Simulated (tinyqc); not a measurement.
Polytypes and stacking faults of a tetrahedral semiconductor in an axial Ising model with couplings up to third neighbours: one step, computed by the program tinyqc. Command: `OMP_NUM_THREADS=1 python tinyqc.py 3025025 3025026 out.jsonl polytype walk`. One thread of a shared host (Intel(R) Xeon(R) Processor @ 2.30GHz), about 0.01 s of CPU time with the checks.

Each double layer has s = +1 or -1 for the sense of its stacking step; E per pair of atoms = E0 - sum_n J_n <s_i s_(i+n)>, n = 1, 2, 3. Hexagonality h = (1 - <s_i s_(i+1)>)/2.

Question. Back from three energies to J1, J2, J3. With d2, d4, d6 the energies of 2H, 4H, 6H over 3C: d2 = 2 J1 + 2 J3, d4 = J1 + 2 J2 + J3, d6 = (2/3) J1 + (4/3) J2 + 2 J3, so J2 = (d4 - d2/2)/2, J3 = (3/4)(d6 - (2/3) d4), J1 = d2/2 - J3.

E(2H) - E(3C) = -16.06 meV/pair

E(6H) - E(3C) = -5.912 meV/pair

E(4H) - E(3C) = -8.968 meV/pair

Give: J1 recovered; J2 recovered; J3 recovered.

Answer.

J1 recovered = -8.08 meV/pair

J2 recovered = -0.469 meV/pair

J3 recovered = 0.05 meV/pair
